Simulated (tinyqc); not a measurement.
Worked calculation: empirical pseudopotential in a few plane waves. One step of it, computed by the program tinyqc.

Problem. Levels at k. Diagonalise the Hermitian matrix.

H(k) at k (eV), lower triangle:
```
,+0+0+0,-1-1-1,-1-1+1,-1+1-1,-1+1+1,+1-1-1,+1-1+1,+1+1-1,+1+1+1,-2+0+0,+0-2+0,+0+0-2,+0+0+2,+0+2+0,+2+0+0
+0+0+0,1.931677
-1-1-1,2.241618,23.431701
-1-1+1,-2.241618,0.000000,12.349215
-1+1-1,-2.241618,0.000000,0.489805,19.220356
-1+1+1,-2.241618,-0.489805,0.000000,0.000000,8.137870
+1-1-1,-2.241618,0.000000,0.489805,0.489805,0.000000,28.972944
+1-1+1,-2.241618,-0.489805,0.000000,0.000000,0.489805,0.000000,17.890458
+1+1-1,-2.241618,-0.489805,0.000000,0.000000,0.489805,0.000000,0.489805,24.761600
+1+1+1,2.241618,0.000000,-0.489805,-0.489805,0.000000,-0.489805,0.000000,0.000000,13.679113
-2+0+0,0.000000,-2.241618,-2.241618,-2.241618,2.241618,0.327103,-0.327103,-0.327103,-0.327103,18.555407
+0-2+0,0.000000,-2.241618,-2.241618,0.327103,-0.327103,-2.241618,2.241618,-0.327103,-0.327103,0.489805,28.307995
+0+0-2,0.000000,-2.241618,0.327103,-2.241618,-0.327103,-2.241618,-0.327103,2.241618,-0.327103,0.489805,0.489805,35.179137
+0+0+2,0.000000,-0.327103,2.241618,-0.327103,-2.241618,-0.327103,-2.241618,0.327103,-2.241618,-0.489805,-0.489805,0.000000,13.014164
+0+2+0,0.000000,-0.327103,-0.327103,2.241618,-2.241618,-0.327103,0.327103,-2.241618,-2.241618,-0.489805,0.000000,-0.489805,0.489805,19.885305
+2+0+0,0.000000,-0.327103,-0.327103,-0.327103,0.327103,2.241618,-2.241618,-2.241618,-2.241618,0.000000,-0.489805,-0.489805,0.489805,0.489805,29.637894
```

Give: eigenvalues.

Solution.

eigenvalues (eV): -0.3432  6.4654  10.4599  11.2424  15.0529  16.9757  18.2753  18.5639  22.8201  23.2630  24.1895  27.9030  30.1631  32.3039  37.6200
